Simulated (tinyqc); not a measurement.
# MOSFET in the linear regime without short-channel effects, parameter extraction from computed curves, step by step

Program tinyqc, `OMP_NUM_THREADS=1 python tinyqc.py 2210157 2210158 out.jsonl`; Intel Xeon 2.30GHz, shared host, one thread, about 0.02 s. Printed values are rounded.

Inversion charge Q = Cox n Vt W0(exp((Vg - VT)/(n Vt))), W0 the Lambert function and n = nf; u = Q/Cox; mobility mu = mu0/(1 + th1 u + th2 u^2); channel resistance Rch = (L - dL)/(W mu Q); Id = Vd/(Rch + Rsd/W). Cox = eps0 eox/tox. Small Vd, no channel-length or drain effects.

Inputs (values chosen for the exercise); channel values of the order met in silicon transistors:
- T = 200 K (temperature)
- eox = 7.72 (relative permittivity of the gate insulator (close to silicon nitride))
- tox = 2.4 nm (insulator thickness)
- mu0 = 92 cm^2/(V s) (low-field mobility)
- th1 = 0.67 1/V (first mobility attenuation factor)
- th2 = 0 1/V^2 (second mobility attenuation factor)
- VT = 0.27 V (threshold voltage)
- nf = 1.43 (body factor)
- W = 1 um (gate width)
- L = 0.09 um (drawn gate length)
- dL = 0.017 um (drawn less effective length)
- Rsd = 150 ohm um (source plus drain resistance)
- Vd = 0.05 V (drain voltage)

Constants: q = 1.602176634e-19 C, kB = 1.380649e-23 J/K, Vt = kB T/q, eps0 = 8.8541878128e-14 F/cm where lengths are in cm. Results are converted to the units shown.

## Transfer curve

Vg, point 0 to 10 (V): [0.07, 0.17, 0.27, 0.37, 0.47, 0.57, 0.67, 0.77, 0.87, 0.97, 1.07]

u, mu, Rch and Id as defined.

u, point 0 to 10 (V): [7.36697e-6, 4.18982e-4, 0.0139776, 0.0731782, 0.154725, 0.243544, 0.335640, 0.429559, 0.524631, 0.620495, 0.716935]
mu, point 0 to 10 (cm^2/(V s)): [91.9995, 91.9742, 91.1464, 87.7001, 83.3586, 79.0939, 75.1095, 71.4394, 68.0724, 64.9841, 62.1476]
Rch, point 0 to 10 (ohm): [3.78176e7, 6.65130e5, 20118.6, 3993.80, 1987.27, 1330.60, 1016.72, 835.233, 717.700, 635.657, 575.260]
Id, point 0 to 10 (uA): [0.00132213, 0.0751563, 2.46688, 12.0662, 23.3943, 33.7701, 42.8553, 50.7494, 57.6236, 63.6410, 68.9408]

## Threshold and mobility at the peak transconductance

gm_i = (Id_(i+1) - Id_(i-1))/(Vg_(i+1) - Vg_(i-1)); at the point j of largest gm the tangent meets the axis at V_ext = Vg_j - Id_j/gm_j; field-effect mobility gm_j L/(W Cox Vd) with the drawn L.

gm, point 1 to 9 (uS): [12.3278, 59.9553, 104.637, 108.519, 97.3050, 84.8966, 73.8415, 64.4579, 56.5862]
j = 4
V_ext = 0.254423 V
field-effect mobility = 68.5844 cm^2/(V s)

V_ext is 16 mV below the model VT, and the mobility so found is 40 % below mu0 L/(L - dL) = 113 cm^2/(V s), the value for the drawn L; attenuation, series resistance and the slow approach of Q to a straight line all lower the peak gm.

## The Y function

Y_i = Id_i/sqrt(gm_i). For Id = beta Vd x/(1 + th x), x = Vg - VT, Y = sqrt(beta Vd) x whatever th. Slope s from points 6 and 9; VT_Y = Vg - Y/s at point 9; beta = s^2/Vd; mobility beta L/(W Cox) with the drawn L; th* = (beta Vd x/Id - 1)/x at point 9.

Y, point 1 to 9 (uA^0.5 V^0.5): [0.0214054, 0.318591, 1.17958, 2.24572, 3.42346, 4.65114, 5.90583, 7.17732, 8.46023]
s = 12.6970 uA^0.5 V^-0.5
VT_Y = 0.303681 V
beta = 3224.26 uA/V^2
mobility from Y = 101.887 cm^2/(V s)
th* = 1.03238 1/V

The mobility from Y is 10 % below mu0 L/(L - dL) = 113 cm^2/(V s), which it should reach in deep inversion when th2 = 0. th* compares with th1 + mu0 Cox Rsd/(L - dL) = 1.21 1/V, since series resistance enters like th1. The match is poor here: at these overdrives Q is not yet a straight line in Vg.
